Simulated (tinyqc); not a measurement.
The basis set: RHF and MP2 along a ladder of basis sets, for H3+, spin multiplicity 1. Computed by the program tinyqc with PySCF. 

Geometry (angstrom):
```
atom       x       y        z
H     0.0000  0.0000   0.0000
H     0.0000  0.0000   0.8040
H     0.0000  0.0000  -0.8040
```

Same geometry throughout; the dipole is taken about the origin.

RHF and frozen-core MP2 in a ladder of bases:
```
basis        functions  E(RHF) (hartree)  E(MP2 corr) (hartree)  HOMO (eV)  LUMO (eV)  dipole (debye)
sto-3g               3          -1.20300               -0.01843    -30.342     -8.651           0.000
3-21g                6          -1.21712               -0.02342    -30.121     -9.396           0.000
6-31g                6          -1.22029               -0.02363    -30.157     -9.447           0.000
6-31g**             15          -1.22412               -0.03376    -30.151     -9.453           0.000
cc-pvdz             15          -1.22204               -0.03329    -30.098     -9.446           0.000
aug-cc-pvdz         27          -1.22227               -0.03400    -30.098     -9.458           0.000
cc-pvtz             42          -1.22729               -0.03813    -30.141     -9.462           0.000
```

From cc-pVDZ to cc-pVTZ the RHF energy falls by 5.2 mhartree and the correlation energy by 4.8. If valence correlation converges as X^-3, (27 E(T) - 8 E(D))/19 gives -0.0402 hartree, a rough estimate from such small X that usually falls short; STO-3G holds about 46 % of it. Beyond STO-3G the LUMO moves by 0.1 eV and the HOMO by 0.1 eV.
